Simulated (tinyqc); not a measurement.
Growth of a silicide layer between metal and silicon: linear-parabolic kinetics, ramp anneals and Kissinger analysis: one step, computed by the program tinyqc.

One compound layer of thickness x grows by diffusion through itself and reaction at an interface, dx/dt = 1/(2x/K + 1/v), until the metal is used up at x = a h.

Question. Geometry at full reaction. Silicon consumed b h, sheet resistance rho/(final thickness) with 1 micro-ohm cm/nm = 10 ohm; margin to the junction x_j - b h.

Inputs (values chosen for the exercise, modelled on CoSi2): metal thickness h = 73 nm; silicon consumed per metal thickness b = 3.64; silicide resistivity = 18 micro-ohm cm; junction depth x_j = 88 nm.

final thickness = 256.96 nm

Give: silicon consumed; sheet resistance; margin to the junction.

Answer.

silicon consumed = 265.72 nm

sheet resistance = 0.7005 ohm/square

margin to the junction = -177.72 nm

The silicide would punch through the junction.
